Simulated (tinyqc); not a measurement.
Inside a calculation. Model: formation energy of a charged point defect from supercell energies. Computed by tinyqc, a small Python program that keeps every step. Command: `OMP_NUM_THREADS=1 python tinyqc.py 3028369 3028370 out.jsonl formation walk`. One thread of a shared host (Intel(R) Xeon(R) Processor @ 2.30GHz), about 0.01 s of CPU time with the checks. Intermediate numbers are printed to about 7 digits and carried at full precision; extremes and crossings named in words are read from the listed rows.

The host is a compound AB. Making the defect adds n_A = 1, n_B = -1 atoms to the cell. All total energies are inputs. E_F is counted from the valence-band maximum (VBM); x = 0 is A-rich and x = 1 B-rich growth.

Inputs (values chosen for the exercise, for a model compound AB): gap E_g = 1.6 eV; E_VBM of the host cell = 3.518 eV; potential alignment dV = -0.073 eV; dielectric constant eps = 10.6; cell length L = 11.1 angstrom; mu_A of the pure element = -4.245 eV; mu_B of the pure element = -4.428 eV; formation enthalpy dH of AB = -0.834 eV; growth condition x = 0.7; Fermi level E_F = 0.67 eV; temperature T = 800 K; site density N_s = 1.5e+22 cm^-3.

Defect: A on a B site. Supercell lattice: fcc.

charge states q: [3, 2, 1, 0]

E(defect, q) - E(host), in the order of q (eV): [-10.534, -5.263, -0.101, 4.799]

Constants: e^2/(4 pi eps_0) = 14.39964548 eV angstrom; k_B = 8.617333262e-05 eV/K.

## Chemical potentials

dmu_A = x dH and dmu_B = (1 - x) dH, so that dmu_A + dmu_B = dH; mu = mu(element) + dmu. The reservoir term is sum n_i mu_i.

dmu_A = -0.5838 eV

dmu_B = -0.2502 eV

sum n_i mu_i = -0.1506 eV

## Image-charge corrections

Image-charge correction of a point charge in a neutralising background: E_corr = q^2 alpha e^2/(4 pi eps_0) / (2 eps L), alpha = 2.888282 for a fcc array with L the cube root of the volume.

E_corr (eV): (q=+3) 1.590652, (q=+2) 0.706956, (q=+1) 0.176739, (q=0) 0.000000

Caution: the largest image-charge correction in these energies, q^2 alpha e^2/(8 pi eps_0 eps L) with alpha = 2.888282, exceeds a quarter of the gap; the point-charge term alone is then a rough estimate, usually too large for a charge that is spread out.

## Formation energies at E_F = 0

E_f(q, E_F) = [E(defect, q) - E(host)] - sum n_i mu_i + q (E_VBM + dV + E_F) + E_corr(q).

E_f(q, 0) (eV): (q=+3) 1.542252, (q=+2) 2.484556, (q=+1) 3.671339, (q=0) 4.949600

## Transition levels and the lower envelope

eps(q/q') = [E_f(q', 0) - E_f(q, 0)]/(q - q'). U of state q is eps(q/q-1) - eps(q+1/q). The stable state at each E_F is the lowest line E_f(q, 0) + q E_F.

One-electron levels above the VBM (eV):
```
level      energy  U of the state between this level and the next
(+3/+2)  0.942305                                       0.2444781
(+2/+1)  1.186783                                       0.0914781
(+1/0)   1.278261                                               -
```

Stable states:
```
q   from E_F (eV)  to E_F (eV)
+3       0.000000     0.942305
+2       0.942305     1.186783
+1       1.186783     1.278261
0        1.278261     1.600000
```

Stable in the gap, from the VBM up: +3, +2, +1, 0.

## The first and the last level

eps(q/q-1) = E_f(q - 1, 0) - E_f(q, 0).

level (+3/+2) = 0.9423047 eV

level (+1/0) = 1.278261 eV

## Concentrations at the given E_F and T

E_f(q, E_F) = E_f(q, 0) + q E_F. c_q = N_s exp(-E_f(q, E_F)/k_B T), with all degeneracy factors one and no vibrational entropy.

Charge states:
```
q   E_f (eV)   c_q (cm^-3)         share
+3  3.552252  6.279010e-01  9.810979e-01
+2  3.824556  1.209058e-02  1.889159e-02
+1  4.341339  6.712107e-06  1.048769e-05
0   4.949600  9.885158e-10  1.544560e-09
```

lowest formation energy = 3.552252 eV

total concentration = 0.6399983 cm^-3

mean charge = 2.981087 e

State +3 holds 98.1 % of the defects.

## Fermi level and growth conditions

Each entry is the lowest E_f over q.

Lowest formation energy (eV):
```
E_F (eV)  stable q  A-rich, x = 0   x = 0.5  B-rich, x = 1
0.0             +3       0.374652  1.208652       2.042652
0.2             +3       0.974652  1.808652       2.642652
0.4             +3       1.574652  2.408652       3.242652
0.6             +3       2.174652  3.008652       3.842652
0.8             +3       2.774652  3.608652       4.442652
1.0             +2       3.316956  4.150956       4.984956
1.2             +1       3.703739  4.537739       5.371739
1.4              0       3.782000  4.616000       5.450000
1.6              0       3.782000  4.616000       5.450000
```

Going from A-rich to B-rich growth shifts every line by +1.668 eV and moves no transition level. The slope of the envelope is the stable charge, so E_f is highest in the rows from E_F = 1.40 to 1.60 eV, where the neutral state is stable: the defect forms most easily in p-type material.

## What the corrections do to the levels

Levels eps(q/q-1) with the terms q dV and E_corr left out or kept.

Levels above the VBM (eV):
```
level      raw  with alignment  with image charge  with both
(+3/+2)  1.753           1.826           0.869305   0.942305
(+2/+1)  1.644           1.717           1.113783   1.186783
(+1/0)   1.382           1.455           1.205261   1.278261
```

Alignment moves every level by -dV = +0.073 eV. The image term moves eps(q/q-1) by (1 - 2q) E_corr(1): (+3/+2) by -0.884, (+2/+1) by -0.530, (+1/0) by -0.177 eV, donor levels down and acceptor levels up. It adds 2 E_corr(1) = 0.353 eV to every U, which turns an apparent negative U of the raw energies into a positive one.

Checks made by the program: envelope against a direct minimum on a grid (relative difference below 1e-10).
